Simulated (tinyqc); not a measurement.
Binary melting diagram from solution models of liquid and solid. Crossing the lens. Computed by tinyqc, a small Python program. Command: `OMP_NUM_THREADS=1 python tinyqc.py 3000260 3000261 out.jsonl melt sweep`. One thread of a shared host (Intel(R) Xeon(R) Processor @ 2.30GHz), about 0.01 s of CPU time with the checks.

x is the fraction of B. In a phase with interaction L: mu_A = G_A + R T ln(1 - x) + L x^2, mu_B = G_B + R T ln x + L (1 - x)^2. Melting: G(liquid) - G(solid) = H (1 - T/T_m) for each pure component.

Inputs (values chosen for the exercise, for a model alloy):
```
quantity,value,unit
melting point T_A,1760,K
melting point T_B,1390,K
heat of melting H_A,40,kJ/mol
heat of melting H_B,35.2,kJ/mol
liquid interaction L_L,0.88,kJ/mol
solid interaction L_S,-2.4,kJ/mol
```

Diagram: complete solid solution (lens).

Constants: R = 8.314462618 J/(mol K).

Method. T = T_A + u (T_B - T_A). The ideal solution has k_A = exp(dG_A/(R T)) = (1 - xs)/(1 - xl) and k_B = exp(dG_B/(R T)) = xs/xl, so xl = (1 - k_A)/(k_B - k_A). Equal potentials: F_A = dG_A + R T ln[(1 - xl)/(1 - xs)] + L_L xl^2 - L_S xs^2 = 0, F_B = dG_B + R T ln(xl/xs) + L_L (1 - xl)^2 - L_S (1 - xs)^2 = 0. Newton steps from the ideal values with the exact Jacobian, halved if x would leave (0, 1); stop below 1e-12, residuals under 1e-7 shown as 0.

One run for each value:
```
"position of T, (T - T_A)/(T_B - T_A)",T (K),liquidus xl,solidus xs,ideal liquidus xl
0.06,1737.8,0.09795,0.06470,0.07224
0.28,1656.4,0.40698,0.27920,0.32498
0.39,1615.7,0.53569,0.38025,0.44380
0.50,1575.0,0.64912,0.48084,0.55730
0.61,1534.3,0.74839,0.58319,0.66524
0.72,1493.6,0.83449,0.68960,0.76740
0.83,1452.9,0.90830,0.80276,0.86359
0.94,1412.2,0.97062,0.92633,0.95359
```

Give the missing row, position of T, (T - T_A)/(T_B - T_A) = 0.17.

Computed row:
```
position of T, (T - T_A)/(T_B - T_A)   T (K)  liquidus xl  solidus xs  ideal liquidus xl
0.17                                  1697.1      0.26165     0.17514            0.20105
```

Interpolating between the two neighbouring rows (the first column on a logarithmic scale, the others too where they are positive) misses most in liquidus xl, by 1.9 %. Over the rows, T (K) falls from 1740 to 1410 (exponent d ln y / d ln x -0.023 between the first rows and -0.23 between the last); liquidus xl rises from 0.0980 to 0.971 (exponent d ln y / d ln x 0.94 between the first rows and 0.53 between the last); solidus xs rises from 0.0647 to 0.926 (exponent d ln y / d ln x 0.96 between the first rows and 1.2 between the last).
